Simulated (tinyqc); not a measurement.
Dispersion against the sound-wave line: Born-von Karman spring model of a cubic crystal with one atom per cell. Computed by tinyqc, a small Python program. Command: `OMP_NUM_THREADS=1 python tinyqc.py 3030416 3030417 out.jsonl springs walk`. One thread of a shared host (Intel(R) Xeon(R) Processor @ 2.30GHz), about 0.2 s of CPU time with the checks.

First neighbours lie at a/2 (1,1,0) (12 of them), second at a (1,0,0) (6), with all permutations and signs; the volume per atom is Omega = a^3/4.

Inputs (values chosen for the exercise, for a model crystal):
```
quantity                value           unit
atomic mass M             144              u
radial spring k1L        2.19  eV/angstrom^2
transverse spring k1T  -0.018  eV/angstrom^2
radial spring k2L       0.075  eV/angstrom^2
transverse spring k2T   0.012  eV/angstrom^2
```

Lattice: fcc.

Constants: nu for 1 eV/(angstrom^2 u) = 15.6333042 THz.

Method:
- A neighbour at R with unit vector n couples by the matrix K(R) = kL n n^T + kT (1 - n n^T), and D(q) = (1/M) sum_R K(R) [1 - cos(q.R)].
- An eigenvalue lambda of D in eV/(angstrom^2 u) gives nu = 15.6333042 THz x sqrt(lambda).
- The last column divides the top branch by the straight line with its slope at G. End points in 2 pi/a: X = (1, 0, 0), L = (0.5, 0.5, 0.5).

Frequencies (THz) along two lines:
```
line  fraction of the way    nu 1    nu 2    nu 3  nu 3 / linear
G-X                  0.10  0.6022  0.6022  0.8777        0.99511
G-X                  0.25  1.4712  1.4712  2.1386        0.96987
G-X                  0.40  2.2547  2.2547  3.2633        0.92499
G-X                  0.55  2.9093  2.9093  4.1891        0.86357
G-X                  0.70  3.4008  3.4008  4.8730        0.78928
G-X                  0.85  3.7051  3.7051  5.2904        0.70568
G-X                  1.00  3.8080  3.8080  5.4306        0.61571
G-L                  0.10  0.4369  0.4369  0.8609        0.99589
G-L                  0.25  1.0688  1.0688  2.1060        0.97450
G-L                  0.40  1.6416  1.6416  3.2347        0.93549
G-L                  0.55  2.1238  2.1238  4.1847        0.88016
G-L                  0.70  2.4885  2.4885  4.9034        0.81033
G-L                  0.85  2.7158  2.7158  5.3512        0.72827
G-L                  1.00  2.7929  2.7929  5.5032        0.63662
```

What follows from these numbers?

Along G-X the top branch ends at 62 % of its linear extrapolation. Along G-L the top branch ends at 64 % of its linear extrapolation, which is the 2/pi of a pure sine: planes normal to this line couple to their next planes alone. A Debye model keeps the straight line throughout.
